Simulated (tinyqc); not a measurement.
# MOSFET in the linear regime without short-channel effects, parameter extraction from computed curves: effects of single changes

Inversion charge Q = Cox n Vt W0(exp((Vg - VT)/(n Vt))), W0 the Lambert function and n = nf; u = Q/Cox; mobility mu = mu0/(1 + th1 u + th2 u^2); channel resistance Rch = (L - dL)/(W mu Q); Id = Vd/(Rch + Rsd/W). Cox = eps0 eox/tox. Small Vd, no channel-length or drain effects.

Inputs (values chosen for the exercise); channel values of the order met in silicon transistors: temperature T = 300 K; relative permittivity of the gate insulator (close to silicon dioxide) eox = 3.9; insulator thickness tox = 4.7 nm; low-field mobility mu0 = 120 cm^2/(V s); first mobility attenuation factor th1 = 0.63 1/V; second mobility attenuation factor th2 = 0 1/V^2; threshold voltage VT = 0.26 V; body factor nf = 1.47; gate width W = 10 um; drawn gate length L = 0.042 um; drawn less effective length dL = 0.004 um; source plus drain resistance Rsd = 180 ohm um; drain voltage Vd = 0.01 V.

Constants: q = 1.602176634e-19 C, kB = 1.380649e-23 J/K, Vt = kB T/q, eps0 = 8.8541878128e-14 F/cm where lengths are in cm. Results are converted to the units shown.

Each table varies one quantity; the others keep the values above.

## Extraction methods against the drawn gate length

From the continuous curve Id(Vg): tangent at peak gm (V_ext = Vg - Id/gm); constant current Id = 0.1 uA W/L; peak of d2Id/dVg2; Y = Id/sqrt(gm) drawn through Vg = VT + 0.6 and VT + 0.8 V, with intercept VT_Y and slope s. Mobilities gm,max L/(W Cox Vd) and s^2 L/(W Cox Vd) with the drawn L. Last column: share of Rsd/W in the total resistance at VT + 0.8 V.

Extraction methods against the drawn gate length:
```
L (um),V_ext (V),constant current (V),second derivative (V),VT_Y (V),mobility from gm (cm^2/(V s)),mobility from Y (cm^2/(V s)),series share (%)
0.03,0.242,0.413,0.243,0.306,79.7,122,22.7
0.062,0.249,0.420,0.245,0.306,79.5,113,11.6
0.13,0.253,0.424,0.246,0.306,79.7,109,5.71
0.27,0.255,0.425,0.247,0.306,79.8,108,2.79
0.56,0.256,0.426,0.247,0.306,79.9,107,1.35
1.2,0.256,0.426,0.247,0.306,80.0,106,0.634
2.4,0.256,0.426,0.247,0.306,80.0,106,0.317
5,0.257,0.426,0.247,0.306,80.0,106,0.153
```

Read the table: what changes, and by how much?

The model has VT = 0.26 V and mu0 = 120 cm^2/(V s). Over the table the extracted thresholds move by 14 mV (tangent), 13 mV (constant current), 4.0 mV (second derivative), under 0.5 mV (Y function). The mobility from gm goes from 79.7 through a minimum of 79.5 (at L = 0.062 among the rows listed) to 80.0 and that from Y falls from 122 to 106 cm^2/(V s).

## Extraction methods against the body factor

Same model as above.

Extraction methods against the body factor:
```
nf,V_ext (V),constant current (V),second derivative (V),VT_Y (V),mobility from gm (cm^2/(V s)),mobility from Y (cm^2/(V s)),series share (%)
1,0.256,0.414,0.251,0.303,86.4,122,17.1
1.1,0.254,0.415,0.249,0.304,84.7,121,17.0
1.2,0.252,0.416,0.248,0.305,83.2,120,16.9
1.3,0.250,0.416,0.247,0.305,81.8,119,16.8
1.4,0.248,0.417,0.245,0.306,80.4,118,16.8
1.5,0.245,0.417,0.244,0.306,79.1,117,16.7
1.6,0.243,0.417,0.242,0.306,77.9,116,16.6
1.7,0.240,0.417,0.240,0.306,76.8,115,16.6
```

What does the comparison show?

The model has VT = 0.26 V and mu0 = 120 cm^2/(V s). Over the table the extracted thresholds move by 16 mV (tangent), 3.7 mV (constant current), 10 mV (second derivative), 3.9 mV (Y function). The mobility from gm falls from 86.4 to 76.8 and that from Y falls from 122 to 115 cm^2/(V s).

Computed by the program tinyqc: `OMP_NUM_THREADS=1 python tinyqc.py 2210107 2210108 out.jsonl`, one thread of a shared Intel Xeon 2.30GHz, about 0.01 s for the whole run.
